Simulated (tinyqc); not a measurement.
Worked calculation: ballistic transport through the one-dimensional subbands of a rectangular nanowire or nanosheet channel. Computed by tinyqc, a small Python program that keeps every step. Command: `OMP_NUM_THREADS=1 python tinyqc.py 3012701 3012702 out.jsonl wire walk`. One thread of a shared host (Intel(R) Xeon(R) Processor @ 2.30GHz), about 0.02 s of CPU time with the checks. Intermediate numbers are printed to about 6 digits and carried at full precision; extremes and crossings named in words are read from the listed rows.

Hard walls, parabolic subbands, transport along x. Energies are counted from the bulk conduction band edge at the top of the barrier, which the gate pulls down by U; the source Fermi level lies at the bulk edge when U = 0.

Inputs (values chosen for the exercise, modelled on silicon):

| quantity | value | unit |
|---|---|---|
| light mass m_t | 0.18 | m_0 |
| heavy mass m_l | 0.907 | m_0 |
| height a | 3 | nm |
| width b | 4.3 | nm |
| equivalent oxide thickness t | 1.5 | nm |
| gate voltage above flat band V_G | 0.31 | V |
| drain voltage V_D | 0.01 | V |
| temperature T | 300 | K |
| mean free path for back-scattering lambda | 9.5 | nm |
| channel length L | 62 | nm |

Valleys: silicon [100] wire.

Constants: hbar^2/(2 m_0) = 3.80998212 eV angstrom^2; k_B = 8.617333262e-05 eV/K; m_0 = 9.1093837015e-31 kg; k_B = 1.380649e-23 J/K; hbar = 1.054571817e-34 J s; eps_0 = 8.8541878128e-12 F/m; e = 1.602176634e-19 C; h = 6.62607015e-34 J s.

## Subbands

E_pq = (hbar^2 pi^2/2)(p^2/(m_y b^2) + q^2/(m_z a^2)); valley pairs: (m_x, m_y, m_z) = (m_t, m_t, m_l), (m_t, m_l, m_t), (m_l, m_t, m_t), each with degeneracy g = 2; the 10 lowest subbands are kept.

Subbands:

| valley axis | p | q | E (meV) | m_x (m_0) |
|---|---|---|---|---|
| z | 1 | 1 | 159.048 | 0.180 |
| y | 1 | 1 | 254.540 | 0.180 |
| z | 1 | 2 | 297.244 | 0.180 |
| y | 2 | 1 | 321.806 | 0.180 |
| x | 1 | 1 | 345.100 | 0.907 |
| y | 3 | 1 | 433.917 | 0.180 |
| z | 2 | 1 | 497.997 | 0.180 |
| z | 1 | 3 | 527.570 | 0.180 |
| y | 4 | 1 | 590.873 | 0.180 |
| z | 2 | 2 | 636.193 | 0.180 |

The second subband lies 95.5 meV, or 3.69 k_B T, above the first; the lowest belongs to the valleys with the heavy mass across the height.

## Self-consistent barrier

F_j(eta) = (1/Gamma(j + 1)) int_0^infinity x^j/(1 + exp(x - eta)) dx, F_0 = ln(1 + exp(eta)). Integrals over x = E/(k_B T) use 160 Gauss-Legendre points in u = sqrt(x) from 0 to sqrt(max(eta, 0) + 32). With degeneracy g = 2, eta_i = (U - E_i)/(k_B T) and u = e V_D/(k_B T): line density n = sum_i g sqrt(2 m_x k_B T/pi)/(2 hbar) [F_-1/2(eta_i) + F_-1/2(eta_i - u)]; gate: e n = C_ox (V_G - U/e), C_ox = 3.9 eps_0 2 (a + b)/t (flat-plate estimate); I = (2 e k_B T/h) sum_i g [F_0(eta_i) - F_0(eta_i - u)].

C_ox = 336.105 aF/micrometre

U = 170.257 meV

Occupation:

| subband | eta_i | n_i (1/nm) | I_i (microampere) |
|---|---|---|---|
| 1 | 0.4336 | 2.76501e-01 | 8.67117e-01 |
| 2 | -3.2602 | 1.24156e-02 | 4.77828e-02 |
| 3 | -4.9121 | 2.42495e-03 | 9.39653e-03 |
| 4 | -5.8622 | 9.40313e-04 | 3.64733e-03 |
| 5 | -6.7633 | 8.58154e-04 | 1.48342e-03 |
| 6 | -10.1989 | 1.23208e-05 | 4.78205e-05 |
| 7 | -12.6776 | 1.03312e-06 | 4.00986e-06 |
| 8 | -13.8215 | 3.29121e-07 | 1.27743e-06 |
| 9 | -16.2702 | 2.84389e-08 | 1.10380e-07 |
| 10 | -18.0232 | 4.92683e-09 | 1.91226e-08 |

line density n = 0.293154 1/nm

ballistic current I = 0.929480 microampere

mean velocity I/(e n) = 0.197895 1e7 cm/s

1 of the subbands lie below the source Fermi level; the lowest carries 93 % of the current with 94 % of the charge. The gate spends 55 % of V_G on moving the bands.

## Conductance, capacitance and scattering

Linear conductance G = (2 e^2/h) sum_i g f(eta_i), g = 2, f = 1/(1 + exp(-eta_i)), with the barrier frozen at the eta_i above; current per perimeter I/(2(a + b)); with scattering, transmission lambda/(lambda + L) and low-bias resistance (1 + L/lambda)/G.

open modes sum g f = 1.31004

ballistic conductance = 101.503 microsiemens

current per perimeter = 63.6630 microampere/micrometre

transmission = 0.132867

low-bias resistance with scattering = 74.1485 kiloohm

Even without scattering the wire has h/(2 e^2 M) = 9.85 kiloohm, which sits in the contacts.

## Gate sweep

Open modes are sum_i g/(1 + exp(-eta_i)). The last column is e dn/dV_G over C_ox, taken up to the next row.

Against the gate voltage:

| V_G (V) | U (meV) | n (1/nm) | I (microampere) | open modes | C_g/C_ox |
|---|---|---|---|---|---|
| -0.140 | -140.002 | 3.23832e-06 | 1.25576e-05 | 1.95435e-05 | 7.00175e-04 |
| -0.041 | -41.071 | 1.48652e-04 | 5.76392e-04 | 8.96987e-04 | 4.75198e-02 |
| 0.079 | 73.227 | 1.21111e-02 | 4.66021e-02 | 7.21335e-02 | 4.68280e-01 |
| 0.210 | 142.882 | 1.40800e-01 | 4.97015e-01 | 7.31305e-01 | 7.26255e-01 |
| 0.310 | 170.257 | 2.93154e-01 | 9.29480e-01 | 1.31004e+00 | 7.86162e-01 |
| 0.440 | 198.055 | 5.07552e-01 | 1.39528e+00 | 1.90576e+00 | 8.15113e-01 |
| 0.580 | 223.940 | 7.46944e-01 | 1.83571e+00 | 2.49266e+00 | 8.46182e-01 |
| 0.740 | 248.550 | 1.03096e+00 | 2.38203e+00 | 3.24724e+00 | 8.77211e-01 |
| 0.910 | 269.424 | 1.34380e+00 | 3.00601e+00 | 4.09952e+00 | 9.00446e-01 |
| 1.100 | 288.340 | 1.70270e+00 | 3.69701e+00 | 5.02869e+00 | - |

Between the first two rows the current rises one decade per 60 mV, against the limit ln(10) k_B T/e = 60 mV. Above threshold C_g/C_ox lies between 0.73 and 0.90: the quantum capacitance in series costs a visible part.

Checks made by the program: density of the lowest subband against a direct sum over k (relative difference 1e-09).
